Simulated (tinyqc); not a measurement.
# Inputs raised by 2 %, one at a time

Model: self-heating of a transistor with one or more fingers, with temperature-dependent conductivity. Computed by tinyqc, a small Python program. Command: `OMP_NUM_THREADS=1 python tinyqc.py 3028151 3028152 out.jsonl selfheat sens`. One thread of a shared host (Intel(R) Xeon(R) Processor @ 2.30GHz), about 0.2 s of CPU time with the checks.

N long parallel fingers lie on the top face of a slab whose bottom is held at T_0; the top is otherwise insulated, and heat flows in two dimensions. P in W/mm is 1000 P in W/m.

Inputs (values chosen for the exercise, modelled on diamond):
```
quantity                                      value           unit
conductivity at the base temperature kappa_0   1690        W/(m K)
exponent m in kappa ~ T^-m                     1.19              -
base temperature T_0                            358              K
power per gate width P                           13           W/mm
fingers N                                         2              -
finger pitch s                                  9.8     micrometre
width of the heat source w                     0.46     micrometre
substrate thickness t                           120     micrometre
phonon free path Lambda                         460             nm
heat capacity C                                1.85  1e6 J/(m^3 K)
pulse length                                  0.051    microsecond
```

Power: fixed power.

Method:
- A line source of power P on the top face raises the top at distance x by (P/(pi kappa_0)) g(x), g(x) = -ln tanh(pi x/(4 t)) (the image sum for the slab). On a strip of width w the centre sees the mean of g over the strip, g_0 = 1 + ln(8 t/(pi w)) for w much below t.
- theta_i = (P/(pi kappa_0)) [g_0 + sum over j != i of g(|i - j| s)], with equal powers and constant conductivity; thermal resistance = largest theta/P.
- Kirchhoff transformation for kappa = kappa_0 (T/T_0)^-m: T = T_0 [1 - (m - 1) theta/T_0]^(-1/(m - 1)), where theta is the linear rise.
- The bracket vanishes at the power P T_0/((m - 1) theta).
- Near a source smaller than the free path, Fourier's law overstates the flow. Rough estimate: a strip that emits phonons into a half space adds a resistance times area of 4 Lambda/(3 kappa_0), from the ballistic flux C v Delta T/4 with kappa_0 = C v Lambda/3, so Delta T_b = 4 Lambda P/(3 kappa_0 w); Knudsen number Lambda/w.
- After switching on, theta(tau) = (P D/kappa_0) int_0^tau X(u) Z(u) du at the hottest finger, D = kappa_0/C; X = sum over fingers at distance x of [erf((x + w/2)/r) - erf((x - w/2)/r)]/(2 w), Z = sum_(j=-200..200) (-1)^j exp(-(2 j t/r)^2)/sqrt(pi D u), r = 2 sqrt(D u); trapezoid rule on 300 points evenly spaced in ln u from u_0 = 1e-3 min(tau, w^2/D) to tau, plus the exact piece 2 sqrt(u_0/(pi D))/w below u_0. Conductivity and power are held at their base values here, and Fourier's law is used even where the diffusion length is near a phonon free path.

Runs; columns: (1) input moved; (2) from; (3) to; (4) thermal resistance (K mm/W); (5) true rise (K); (6) ballistic rise Delta T_b (K); (7) linear rise after the pulse (K):
```
(1)                                       (2)     (3)    (4)    (5)    (6)     (7)
base run                                    -       -  1.930  26.17  10.26  12.404
exponent m in kappa ~ T^-m               1.19  1.2138  1.930  26.19  10.26  12.404
power per gate width P (W/mm)              13   13.26  1.930  26.72  10.46  12.652
finger pitch s (micrometre)               9.8   9.996  1.926  26.12  10.26  12.375
width of the heat source w (micrometre)  0.46  0.4692  1.926  26.12  10.06  12.355
substrate thickness t (micrometre)        120   122.4  1.937  26.28  10.26  12.404
phonon free path Lambda (nm)              460   469.2  1.930  26.17  10.46  12.404
heat capacity C (1e6 J/(m^3 K))          1.85   1.887  1.930  26.17  10.26  12.365
```

Exponents ln(y'/y) / ln(x'/x):
```
input                       thermal resistance  true rise  ballistic rise Delta T_b  linear rise after the pulse
exponent m in kappa ~ T^-m               0.000      0.044                         0                        0.000
power per gate width P                   0.000      1.043                         1                        1.000
finger pitch s                          -0.097     -0.102                         0                       -0.118
width of the heat source w              -0.098     -0.102                        -1                       -0.200
substrate thickness t                    0.195      0.203                         0                        0.000
phonon free path Lambda                  0.000      0.000                         1                        0.000
heat capacity C                          0.000      0.000                         0                       -0.159
```

To which inputs is each result most sensitive?

Among the inputs moved here: thermal resistance answers most in size to substrate thickness t (exponent +0.195), next to width of the heat source w (-0.098); its exponent is below 0.0005 for exponent m in kappa ~ T^-m, power per gate width P, phonon free path Lambda, heat capacity C. Its exponent 0.000 in power per gate width P: R is defined for the linear problem. True rise answers most in size to power per gate width P (exponent +1.043), next to substrate thickness t (+0.203); its exponent is below 0.0005 for phonon free path Lambda, heat capacity C. Its exponent +1.043 in power per gate width P: the linear regime. Ballistic rise Delta T_b answers most in size to power per gate width P (exponent +1.000), and about equally to width of the heat source w (-1.000), phonon free path Lambda (+1.000); its exponent is below 0.0005 for exponent m in kappa ~ T^-m, finger pitch s, substrate thickness t, heat capacity C. Its exponent -1.000 in width of the heat source w: the ballistic term goes as the flux P/w. Linear rise after the pulse answers most in size to power per gate width P (exponent +1.000), next to width of the heat source w (-0.200); its exponent is below 0.0005 for exponent m in kappa ~ T^-m, substrate thickness t, phonon free path Lambda.

Caution (all rows): the source is narrower than two phonon free paths, so the Fourier result understates the rise at the source.
